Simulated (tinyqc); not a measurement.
What each parameter does: strained quantum well: band edges, subbands and transparency.

Growth on (001), barriers unstrained: tr(e) = e (2 - nu2), Z = b e (1 + nu2); Ec = Ev + Eg + ac tr(e), E_HH = Ev + av tr(e) + Z, E_LH = Ev + av tr(e) - Z (coupling to the split-off band left out).

Masses along z: me, 1/(g1 - 2 g2) for HH, 1/(g1 + 2 g2) for LH, likewise in the barrier; in the plane me, 1/(g1 + g2) for HH and 1/(g1 - g2) for LH (no mixing, which understates the hole masses away from k = 0). Level n solves k L + 2 atan[(k/m)/(kappa/mb)] = n pi, k = sqrt(m E/c), kappa = sqrt(mb (V - E)/c), c = hbar^2/2m0.

Transparency (Bernard-Duraffourg): Fc - Fv equals the lowest transition energy with n = p, n = sum m/(2 pi c) kB T ln(1 + exp((Fc - E)/kB T)) and p likewise over the listed subbands; c = hbar^2/2m0, 1/angstrom^2 = 1e16/cm^2.

Constants: hbar^2/2m0 = 3.80998211 eV angstrom^2; kB = 8.617333262e-05 eV/K; hc = 1239.841984 eV nm.

Parameters, chosen for this exercise (near those of an InGaAs/AlGaAs well; not measured data):
```
symbol  value    unit      meaning
e       -0.0113            strain in the plane
nu2     0.946              2 C12/C11
Eg      1.187    eV        unstrained gap of the well
Ev      -0.766   eV        its valence edge
ac      -6.84    eV
av      1.13     eV        Ev moves by av tr(e)
b       -1.97    eV        shear potential
Egb     1.674    eV        gap of the barrier
Evb     -0.905   eV        its valence edge
L       106      angstrom  well width
me      0.0592   m0        electron mass
g1      9.06               gamma1
g2      3.09               gamma2
meb     0.084    m0
g1b     6.3
g2b     1.8
T       300      K         temperature
```

Edge wavelength, hh1 - lh1 and n_tr.

Results for these values:
```
case  wavelength (nm)  hh1 - lh1 (meV)  n_tr (1e12/cm^2)
base            971.1             98.8             0.684
```

What happens to each result for L = 98 angstrom, all else kept?

Answer: wavelength falls from 971.1 to 967.4; hh1 - lh1 rises from 98.8 to 99.7; n_tr falls from 0.684 to 0.661.

The same for each parameter in turn:
```
case             wavelength (nm)  hh1 - lh1 (meV)  n_tr (1e12/cm^2)
base                       971.1             98.8             0.684
L = 98 angstrom            967.4             99.7             0.661
e = -0.0133                964.5            113.1             0.680
Eg = 1.167 eV              986.1             98.8             0.682
b = -2.27 eV               976.1            111.3             0.679
ac = -6.16 eV              977.1             98.8             0.683
me = 0.0651 m0             972.2             98.8             0.725
g1 = 9.6                   970.4             98.1             0.655
T = 340 K                  971.1             98.8             0.811
```

tinyqc: `OMP_NUM_THREADS=1 python tinyqc.py 1251107 1251108 out.jsonl`; about 0.03 s, one thread, shared Intel(R) Xeon(R) Processor @ 2.30GHz.
